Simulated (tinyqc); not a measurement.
Shortcuts against the integral: sheet resistance and Hall data of a diffused or implanted layer. Computed by tinyqc, a small Python program. Command: `OMP_NUM_THREADS=1 python tinyqc.py 3002711 3002712 out.jsonl layer walk`. One thread of a shared host (Intel(R) Xeon(R) Processor @ 2.30GHz), about 0.01 s of CPU time with the checks.

Carriers are taken equal to the net active doping down to the junction (full ionisation, which deep dopants in wide-gap hosts do not reach; no spill-over, no depletion), and the Hall factor is 1.

Inputs (values chosen for the exercise, modelled on donors in germanium):
```
quantity                                 value        unit
mu_min                                     296  cm^2/(V s)
mu_max                                    3840  cm^2/(V s)
N_ref                                  1.2e+17      1/cm^3
exponent alpha                            0.53           -
peak concentration N_0                 6.6e+17      1/cm^3
length scale l                             140          nm
background doping N_B (opposite type)  6.2e+14      1/cm^3
```

Profile: Gaussian at the surface. Activation: complete.

Constants: e = 1.602176634e-19 C.

Method:
- N(x) = N_0 exp(-x^2/l^2), dose N_0 l sqrt(pi)/2, junction x_j = l sqrt(ln(N_0/N_B)).
- Mobility mu = mu_min + (mu_max - mu_min)/(1 + (N_t/N_ref)^alpha), N_t = active doping + N_B; carriers n = active doping - N_B, all dopants active.
- Integrals from x_0 (0 unless stated) to x_j by the midpoint rule on 400 even intervals: 1/R_s = e int n mu dx; sheet density n_s = int n dx; Hall sheet density (int n mu dx)^2/int n mu^2 dx; Hall mobility int n mu^2 dx/int n mu dx.
- Mean conductivity 1/(R_s x_j); mean mobility 1/(e n_s R_s).
- Shortcuts: R_s = 1/(e Q mu) with the dose Q and the mobility at the (active) peak concentration; 1/(e n_s mu) with mu at N_t = n_s/x_j + N_B; 1/(e Q mu_max).

sheet resistance R_s = 501.073 ohm

dose = 8.18874e+12 1/cm^2

sheet density n_s = 8.16428e+12 1/cm^2

junction depth x_j = 369.618 nm

Sheet resistances:
```
method                                   R_s (ohm)  deviation (%)
integral                                    501.07          0.000
dose, mobility at the peak                  578.54         15.459
n_s, mobility at the mean concentration     428.84        -14.415
dose, mu_max                                198.49        -60.387
```

What follows from these numbers?

The closest shortcut is «n_s, mobility at the mean concentration» (-14.4 %). The peak mobility is the lowest in the layer, so with full activation it overestimates R_s.

Extremes, crossings and ranges named in words are read from the listed rows.
